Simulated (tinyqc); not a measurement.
One-electron ion in a basis of Gaussians, step by step. Computed by tinyqc, a small Python program that keeps every step. Settings: Z = 1, l = 2. Command: `OMP_NUM_THREADS=1 python tinyqc.py 26826 26827 out.jsonl` (the two numbers bound the seeds that draw the settings). One thread of a shared host (Intel(R) Xeon(R) Processor @ 2.60GHz), about 0.01 s of CPU time with the checks.

## Matrices over normalised Gaussians

exponents of r^l exp(-a r^2) (1/bohr^2): 0.004169  0.005836  0.008169

Z = 1

l = 2

With p = a_i + a_j and I(k) = Gamma((k+1)/2) / (2 p^((k+1)/2)): S = I(2l+2), T = (2l+3) a_i a_j S / p, V = -Z I(2l+1), each divided by sqrt(S_ii S_jj).

S:
```
,1,2,3
1,1.000000,0.951925,0.823379
2,0.951925,1.000000,0.951944
3,0.823379,0.951944,1.000000
```

T (hartree):
```
,1,2,3
1,0.014592,0.016204,0.015909
2,0.016204,0.020426,0.022684
3,0.015909,0.022684,0.028591
```

V (hartree):
```
,1,2,3
1,-0.054952,-0.057301,-0.055040
2,-0.057301,-0.065017,-0.067796
3,-0.055040,-0.067796,-0.076922
```

## Generalised eigenproblem

H = T + V (hartree):
```
,1,2,3
1,-0.040361,-0.041097,-0.039130
2,-0.041097,-0.044591,-0.045113
3,-0.039130,-0.045113,-0.048331
```

Solve H C = S C e through S^(-1/2); each column has its largest component positive (the first on a tie).

eigenvalues of S: 0.003909  0.176621  2.819470

eigenvalues (hartree): -0.049776  -0.026948  -0.011771

coefficients:
```
,1,2,3
1,-1.176003,-1.455930,-6.685046
2,2.453981,-0.575082,12.613647
3,-2.347579,1.676906,-6.315697
```

For Z = 1 and l = 2 the exact lowest level is -Z^2/(2 n^2) with n = l + 1: -0.055556 hartree. The basis is nearly linearly dependent, so rounded matrices do not reproduce these digits.
